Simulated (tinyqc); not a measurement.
Self-consistent Fermi level with native defects, at growth and after a quench: one step, computed by the program tinyqc.

Energies are counted from the top of the valence band (VBM); when the gap shrinks with temperature the conduction band moves and the levels stay. The added dopant is taken as fully ionised. D and A draw on one reservoir with opposite signs, as the two vacancies of a compound do.

Problem. After the quench to T. E_g(T) = E_g - slope x max(0, T - 300 K). N_c = 2 M_c (2 pi m_e k_B T/h^2)^(3/2) and N_v = 2 (2 pi m_h k_B T/h^2)^(3/2), masses in units of m_0. n = N_c F_1/2((E_F - E_g)/k_B T), p = N_v F_1/2(-E_F/k_B T). F_1/2(eta) = (2/sqrt(pi)) int_0^infinity sqrt(x)/(1 + exp(x - eta)) dx, by the trapezoid rule in t = sqrt(x) with step 0.02 up to t = 12 (for eta < -12 by exp(eta) - exp(2 eta)/2^(3/2)). After a quench the totals of D and A stay as grown, and each is shared among its charge states with weights exp(-(E_f(q, 0) + q E_F)/k_B T). Net charge = p - n + sum q c_q + N_X; the log ratio is ln(positive charge/negative charge). E_F is the root of the log ratio, by 50 bisections between -0.5 eV and E_g + 0.5 eV.

Inputs (values chosen for the exercise, with bands modelled on CdTe): gap E_g at 300 K = 1.55 eV; slope -dE_g/dT above 300 K = 0.00024 eV/K; electron mass m_e = 0.0939 m_0; valleys M_c = 1; hole mass m_h = 0.652 m_0; dopant density N_X = 1.9e+16 cm^-3; growth temperature T_g = 1050 K; temperature of use T = 300 K.

Added shallow dopant: donor.

total D = 2.683715e+19 cm^-3

total A = 1.850931e+19 cm^-3

E_f(q, E_F = 0) (eV): D(+2) -0.9443, D(+1) -0.2273, D(0) 0.9427, A(0) 1.6150, A(-1) 1.6910, A(-2) 2.6050

Constants: m_0 = 9.1093837015e-31 kg; k_B = 1.380649e-23 J/K; h = 6.62607015e-34 J s; k_B = 8.617333262e-05 eV/K.

Give: E_F after the quench; n after the quench; p after the quench; Frozen defects.

Solution.

E_F after the quench = 0.9090 eV

n after the quench = 1.231e+07 cm^-3

p after the quench = 7087 cm^-3

Frozen defects:
```
state  c (cm^-3)  share of its total
D(+2)  1.596e+16           5.948e-04
D(+1)  2.682e+19           9.994e-01
D(0)   1.106e+15           4.121e-05
A(0)   1.030e+05           5.562e-15
A(-1)  1.015e+19           5.482e-01
A(-2)  8.362e+18           4.518e-01
```

Caution: above about 2e19 cm^-3 defects interact, pair and form bands, which the dilute model leaves out.
